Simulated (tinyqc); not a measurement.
Worked calculation: Deal-Grove kinetics of thermal oxidation of silicon. Computed by tinyqc, a small Python program that keeps every step. Command: `OMP_NUM_THREADS=1 python tinyqc.py 3005942 3005943 out.jsonl oxide walk`. One thread of a shared host (Intel(R) Xeon(R) Processor @ 2.30GHz), about 0.03 s of CPU time with the checks. Intermediate numbers are printed to about 5 digits and carried at full precision; extremes and crossings named in words are read from the listed rows.

Oxidant diffuses through the oxide and reacts at the interface, so that dx/dt = B/(A + 2x) for the oxide thickness x.

Inputs (values chosen for the exercise, close to those used for silicon):
```
quantity                       value    unit
prefactor B0                     761  um^2/h
activation energy E_B           1.23      eV
prefactor (B/A)0            7.08e+06    um/h
activation energy E_A           2.01      eV
temperature T                    800       C
oxidant pressure p                 1     atm
pressure exponent m of B/A      0.71       -
initial oxide x_i               0.01      um
time t                          0.44       h
temperature of step 2, T2       1200       C
time of step 2, t2              0.89       h
```

Ambient: dry oxygen. Surface: (111). Extension: second step.

Constants: k_B = 8.617333262e-05 eV/K.

## Rate constants

B = B0 p exp(-E_B/(k_B T)), B/A = (B/A)0 p^m exp(-E_A/(k_B T)), p in atm; A = B/(B/A). Temperatures in kelvin are T(C) + 273.15.

parabolic constant B = 0.0012735 um^2/h

linear constant B/A = 0.0025738 um/h

length A = 0.49479 um

Reaction at the interface limits growth while x is well below A/2 = 0.247 um, diffusion once x is well above it.

## Thickness after the oxidation

tau = (x_i^2 + A x_i)/B and x = (A/2) [sqrt(1 + 4 B (t + tau)/A^2) - 1], the root of x^2 + A x = B (t + tau). Silicon consumed is 0.44 times the oxide grown; the rate is B/(A + 2x).

tau = 3.9638 h

oxide thickness x = 0.011086 um

silicon consumed = 4.7792e-04 um

final growth rate = 0.0024634 um/h

2x/A = 0.0448: the interface reaction limits the rate. Caution: dry oxides grow faster than Deal-Grove predicts below about 0.03 um, so a start from a thinner film underestimates the thickness (a common remedy is x_i = 0.025 um).

## Full law against its linear and parabolic limits

Linear limit x = (B/A)(t + tau); parabolic limit x = sqrt(B (t + tau)).

Thickness (um):
```
t (h)      full  linear limit  parabolic limit     2x/A
0.05   0.010124      0.010331          0.07150  0.04092
0.1    0.010247      0.010459          0.07194  0.04142
0.25   0.010618      0.010846          0.07326  0.04292
0.5    0.011234      0.011489          0.07540  0.04541
1      0.012462      0.012776          0.07951  0.05037
2      0.014901      0.015350          0.08715  0.06023
4      0.019712      0.020497          0.10071  0.07968
8      0.029083      0.030793          0.12343  0.11756
16     0.046931      0.051383          0.15945  0.18970
32     0.079720      0.092564          0.21401  0.32223
```

Both limits lie above the full result, since each drops one resistance. The linear law overshoots by 2.0 % in the first row and 16 % in the last, the parabolic law by 610 % and 170 %. The linear law is the better one in every row, as 2x/A stays below 1.24.

## A second oxidation in the same ambient

Step 2 starts from the thickness x of step 1, with B and A at T2: tau2 = (x^2 + A2 x)/B2 and x2 = (A2/2) [sqrt(1 + 4 B2 (t2 + tau2)/A2^2) - 1].

B2 = 0.047146 um^2/h

A2 = 0.050096 um

tau2 = 0.014387 h

thickness after both steps x2 = 0.18296 um

## Two steps, the one at T2 first

First t2 at T2 from x_i, then t at T from the thickness reached.

thickness after t2 at T2 = 0.18277 um

final thickness in this order = 0.18342 um

The order changes the result by 0.25 %: ending with the larger A gives the thicker film, since A differs between the steps and the times are not simply additive.

Checks made by the program: closed form against Runge-Kutta integration of dx/dt (relative difference below 1e-10).
